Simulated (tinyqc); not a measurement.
Weaire-Thorpe hybrids on a Bethe lattice: gap and dangling bond of an amorphous tetrahedral solid: sweeps and comparisons. A value that a table varies takes the place of the one given here.

Four sp3 hybrids an atom at energy 0, coupled by -V1 on the atom and by -V2 along a bond; the bonds form a tree (no rings). For any network the gap runs at least from -V2 + V1 to V2 - 3 V1, and p-like states pile up at -V2 + V1 and V2 + V1. On the tree the gap is wider: it ends at Ec = -V1 + sqrt(V2^2 + 4 V1^2 - 2 sqrt3 V1 V2), which makes it well wider than the gaps of the real glasses. A branch seen from a hybrid has the self-energy S = V2^2 g, where g is the Green function of the hybrid across the bond, whose three partners carry S themselves. With a = z - V1, b = a - S: g = 1/(a + V1 b/(b + 3 V1)), z = E + i eta. A full atom has G = (1/b)(b + 3 V1)/(b + 4 V1) per hybrid; a dangling hybrid with shift dh has G = 1/(1/g - dh).

Parameters, chosen for this exercise (of the size of tabulated hybrid energies for amorphous germanium; not measured data):
- V1 = 1.88 eV (coupling of two hybrids on one atom)
- V2 = 4.26 eV (coupling of the two hybrids of a bond)
- eta = 0.05 eV (broadening)
- dh = -0.03 eV (shift of the dangling hybrid (rehybridisation))
- VH = 4.46 eV (coupling to a hydrogen atom)
- eH = -3.52 eV (hydrogen level)
- E1s = -3.6 eV (first energy)
- dE = 0.42 eV (step)

## Bulk, dangling and hydrogenated hybrids across the gap

edges (eV): Ev -2.38000, Ec(bound) -1.38000, Ec(tree) 0.25117

Thirteen energies E1s + j dE. With hydrogen the hybrid gains the self-energy VH^2/(z - eH) and dh = 0.

Density per hybrid (1/eV):
```
E (eV),bulk,dangling,with hydrogen
-3.60,0.0036,0.0014,0.0009
-3.18,0.0068,0.0013,0.0007
-2.76,0.0276,0.0015,0.0006
-2.34,0.9709,0.0018,0.0006
-1.92,0.0190,0.0025,0.0006
-1.50,0.0056,0.0038,0.0007
-1.08,0.0029,0.0070,0.0008
-0.66,0.0020,0.0176,0.0010
-0.24,0.0018,0.1274,0.0014
0.18,0.0035,0.1888,0.0035
0.60,0.0212,0.1410,0.0239
1.02,0.0285,0.1218,0.0406
1.44,0.0328,0.1078,0.0574
```

How do the results move?

Between Ev = -2.38 and Ec = 0.25 eV the bulk density is a broadening tail (least 0.0018). The dangling hybrid reaches 0.189 at 0.18 eV among these rows; its level lies at -0.013 eV, and the peak there, of width eta, is far higher unless a row falls on it. With hydrogen the largest value on the rows inside the gap, more than 0.05 eV from an edge, is 0.0035, and 1/g = VH^2/(E - eH) has no root in the gap: the state has gone into a bonding level below and an antibonding one above.

## Level against rehybridisation

Root of 1/g(E) = dh for eta = 0 in the gap of the tree, between Ev = -V2 + V1 and Ec; a dash: none. A flatter atom makes the hybrid more p-like (dh > 0, up to V1), a more pyramidal one more s-like (dh < 0).

Level:
```
dh (eV),E (eV),above Ev (eV),weight
-3.0,-1.6935,0.6865,0.582
-2.5,-1.3979,0.9821,0.599
-2.0,-1.0966,1.2834,0.604
-1.5,-0.7960,1.5840,0.595
-1.0,-0.5046,1.8754,0.567
-0.5,-0.2337,2.1463,0.511
0.0,0.0000,2.3800,0.416
0.5,0.1724,2.5524,0.262
1.0,0.2500,2.6300,0.035
```

How do the results move?

A level exists for 9 of the 9 rows, from dh = -3 (0.687 eV above Ev) to 1 (2.630 eV); the gap of the tree is 2.631 eV. Its slope dE/d(dh) is the weight, largest at dh = -2 (0.60). A level that rises as the atom flattens is why an emptied dangling bond relaxes flat and a doubly filled one pyramidal.

## Stretching the bonds

V2 is scaled as (d0/d)^2 and V1 stays. Bound 2 V2 - 4 V1; tree V2 - 2 V1 + sqrt(V2^2 + 4 V1^2 - 2 sqrt3 V1 V2); a negative bound means that a network with rings may have no gap.

Against d/d0:
```
d/d0,V2 (eV),V2/V1,bound (eV),tree (eV)
0.96,4.622,2.459,1.725,3.186
0.98,4.436,2.359,1.351,2.895
1.00,4.260,2.266,1.000,2.631
1.02,4.095,2.178,0.669,2.393
1.04,3.939,2.095,0.357,2.179
1.07,3.721,1.979,-0.078,1.897
1.10,3.521,1.873,-0.479,1.659
1.15,3.221,1.713,-1.078,1.341
```

How do the results move?

The bound falls by 171 meV for each per cent of stretch near d0 and vanishes at d/d0 = 1.064, inside the table. Weak, stretched bonds therefore put states closest to the edges, one origin of band tails.

## What each parameter does

Ev = -V2 + V1, conduction edge of the tree -V1 + sqrt(V2^2 + 4 V1^2 - 2 sqrt3 V1 V2), and the level that solves 1/g(E) = dh for eta = 0. Each row changes one parameter from the base and keeps the others.

Results:
```
case,Ev (eV),Ec (eV),level (eV),weight
base,-2.3800,0.2512,-0.0126,0.423
V1 = 1.8 eV,-2.4600,0.3319,-0.0140,0.471
V2 = 4.41 eV,-2.5300,0.3258,-0.0137,0.461
dh = -0.13 eV,-2.3800,0.2512,-0.0560,0.445
```

What does this show?

The largest shifts from the base row, up to three for each result and ties (the steps differ in size, so this ranks the rows, not the parameters). Ev (eV): V2 -0.1500, V1 -0.0800; unchanged at the printed digits by dh. Ec (eV): V1 +0.0807, V2 +0.0746; unchanged at the printed digits by dh. level (eV): dh -0.0434, V1 -0.0014, V2 -0.0012. weight: V1 +0.048, V2 +0.038, dh +0.022.

Run: tinyqc, `OMP_NUM_THREADS=1 python tinyqc.py 1451645 1451646 out.jsonl`; Intel(R) Xeon(R) Processor @ 2.30GHz, one thread, shared host; about 0.03 s of CPU time with all checks.
